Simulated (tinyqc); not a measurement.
Inside a calculation. Method: CISD on RHF in the 6-311g basis, for H2, spin multiplicity 1. One step of it, computed by the program tinyqc.

Task: CISD: roots. Diagonalise (each vector has its largest component positive (the first on a tie)); all determinants have Ms = 0, so triplets appear too. The lowest singlet root is the correlation energy.

Occupation strings over the orbitals (2 doubly, a alpha, b beta, 0 empty; spin orbitals ordered 1a 1b 2a 2b ...): 200000 a0b000 a000b0 b0a000 b000a0 020000 0a0b00 0a000b 002000 00a0b0 0b0a00 000200 000a0b 00b0a0 000020 0b000a 000b0a 000002

H - E(HF) between determinants (hartree), lower triangle:
```
           200000     a0b000     a000b0     b0a000     b000a0     020000     0a0b00     0a000b
200000   0.000000
a0b000   0.000000   0.594928
a000b0   0.000000  -0.061923   2.442701
b0a000   0.000000  -0.054632  -0.053478   0.594928
b000a0   0.000000  -0.053478  -0.093506  -0.061923   2.442701
020000   0.043258   0.023516   0.001406  -0.023516  -0.001406   1.204641
0a0b00  -0.060888   0.027322  -0.000513   0.010357  -0.001785   0.164363   1.456557
0a000b  -0.028538   0.027978   0.074845  -0.012834  -0.021676   0.031705  -0.209887   3.211747
002000   0.054632   0.100563  -0.040679  -0.100563   0.040679   0.041089   0.017578   0.001158
00a0b0   0.053478  -0.040679  -0.000669  -0.078073   0.047406   0.001937  -0.020332   0.011599
0b0a00   0.060888   0.010357  -0.001785   0.027322  -0.000513  -0.164363  -0.051554  -0.001772
000200   0.105392  -0.039066  -0.018067   0.039066   0.018067   0.051554   0.105087  -0.040987
000a0b   0.068590  -0.051608  -0.132838   0.030232   0.053012   0.001772  -0.040987   0.059498
00b0a0  -0.053478  -0.078073   0.047406  -0.040679  -0.000669  -0.001937   0.006162   0.005749
000020   0.093506  -0.047406  -0.029679   0.047406   0.029679   0.009739  -0.014578  -0.020983
0b000a   0.028538  -0.012834  -0.021676   0.027978   0.074845  -0.031705  -0.001772  -0.018915
000b0a  -0.068590   0.030232   0.053012  -0.051608  -0.132838  -0.001772  -0.013107   0.032443
000002   0.100394  -0.050528  -0.137243   0.050528   0.137243   0.018915  -0.032443  -0.029199

           002000     00a0b0     0b0a00     000200     000a0b     00b0a0     000020    0b000a
002000   1.398230
00a0b0  -0.141284   3.044244
0b0a00  -0.017578   0.006162   1.456557
000200   0.023981   0.005992  -0.105087   1.796022
000a0b   0.019397   0.057067  -0.013107  -0.140610   3.622927
00b0a0   0.141284  -0.038031  -0.020332  -0.005992  -0.021497   3.044244
000020   0.038031  -0.051474   0.014578   0.037885   0.057833   0.051474   4.924887
0b000a  -0.001158   0.005749  -0.209887   0.040987   0.032443   0.011599   0.020983  3.211747
000b0a  -0.019397  -0.021497  -0.040987   0.140610  -0.089488   0.057067  -0.057833  0.059498
000002   0.033017   0.085498   0.032443   0.089488  -0.021062  -0.085498   0.238986  0.029199

          000b0a    000002
000b0a  3.622927
000002  0.021062  5.654111
```

Give: lowest roots of this matrix, relative to E(HF); lowest vectors; <S^2> of these roots; weight of the ground state by excitation level 0, 1, 2, ....

Result:

lowest roots of this matrix, relative to E(HF) (hartree): -0.0252  0.5256  0.6112  1.0719  1.3810  1.3958  1.5440  1.8642

lowest vectors:
```
         root 1   root 2   root 3   root 4
200000   0.9927   0.0000  -0.0010   0.0704
a0b000  -0.0020   0.7042   0.6920   0.0052
a000b0  -0.0043   0.0442   0.0031  -0.0018
b0a000   0.0020   0.7042  -0.6920  -0.0052
b000a0   0.0043   0.0442  -0.0031   0.0018
020000  -0.0442   0.0000  -0.0408   0.8642
0a0b00   0.0494  -0.0311  -0.0102  -0.3414
0a000b   0.0116  -0.0077  -0.0102  -0.0442
002000  -0.0392   0.0000  -0.1859  -0.0992
00a0b0  -0.0177   0.0327  -0.0221  -0.0139
0b0a00  -0.0494  -0.0311   0.0102   0.3414
000200  -0.0629   0.0000   0.0565   0.0266
000a0b  -0.0198   0.0055   0.0226  -0.0029
00b0a0   0.0177   0.0327   0.0221   0.0139
000020  -0.0168   0.0000   0.0144  -0.0058
0b000a  -0.0116  -0.0077   0.0102   0.0442
000b0a   0.0198   0.0055  -0.0226   0.0029
000002  -0.0146   0.0000   0.0144  -0.0095
```

<S^2> of these roots: 0.0000  2.0000  0.0000  0.0000  2.0000  0.0000  0.0000  0.0000

weight of the ground state by excitation level 0, 1, 2, ...: 0.9855  0.0000  0.0145
